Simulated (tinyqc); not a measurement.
Length of a polyene: Hueckel, PPP and singles CI along the polyenes. Computed by the program tinyqc. 

All-trans chains of carbon centres 1.40 angstrom apart:
```
parameter                               value
beta (eV), times 1 +/- alternation  -2.170000
alternation                          0.040000
W (eV)                              11.160000
gamma_rr (eV)                       10.200000
repulsion formula                        Ohno
```

Hueckel uses the same beta without repulsion; CIS keeps all single excitations and so misses the low, doubly excited 2Ag state. W is the valence ionisation energy of a centre, MN the Mataga-Nishimoto formula, f the oscillator strength.

Gaps and excitations (eV):
```
centres  Hueckel gap  PPP orbital gap  bright singlet (CIS)       f  lowest triplet (CIS)
2             4.5136          11.7562                5.9923  0.5138                3.0349
4             2.8879           9.3462                4.7053  0.9761                2.0881
6             2.1478           8.1169                3.9333  1.3748                1.6359
8             1.7290           7.3804                3.4286  1.7259                1.3902
10            1.4606           6.8972                3.0774  2.0392                1.2429
12            1.2743           6.5611                2.8226  2.3248                1.1481
14            1.1376           6.3173                2.6319  2.5915                1.0839
```

The Hueckel gap tends to 4 x alternation x |beta| = 0.35 eV for long chains. Exchange opens the PPP orbital gap, and the attraction of electron and hole brings the bright state 3.69 eV below it at 14 centres; the triplet lies 1.55 eV lower still.
